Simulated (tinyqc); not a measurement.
Current crowding under a contact, resistor ladder against the transmission-line model: one step of the calculation.

A metal contact of length d and width W on a thin layer of the same width. The metal has no resistance, the sheet resistance under it equals Rsh, and current enters the layer at the front edge x = 0.

Task. The transmission-line result. Transfer length Lt = sqrt(rc/Rsh); front resistance Rc = (Rsh Lt/W) coth(d/Lt); end resistance Re = (Rsh Lt/W)/sinh(d/Lt). v(x) = I (Rsh Lt/W) cosh((d - x)/Lt)/sinh(d/Lt) at the cell centres x = (i - 1/2) d/n.

Inputs (values chosen for the exercise): sheet resistance of the semiconductor layer Rsh = 340 ohm/sq; specific contact resistivity rc = 5.8e-8 ohm cm^2; contact length d = 0.33 um; contact width W = 8.2 um; cells n = 5; current I = 5 mA.

Find: Lt; Rc; Re; v(x).

Result.

Lt = 0.13061 um
Rc = 5.4852 ohm
Re = 0.87128 ohm
v(x), cell 1 to 5 (mV): [21.391, 13.142, 8.320, 5.669, 4.496]

The ladder's Rc is 3.2 % above this value, with cells 0.51 Lt long.

tinyqc, about 0.01 s, one thread, Intel Xeon 2.30GHz (shared host): `OMP_NUM_THREADS=1 python tinyqc.py 2760088 2760089 out.jsonl`
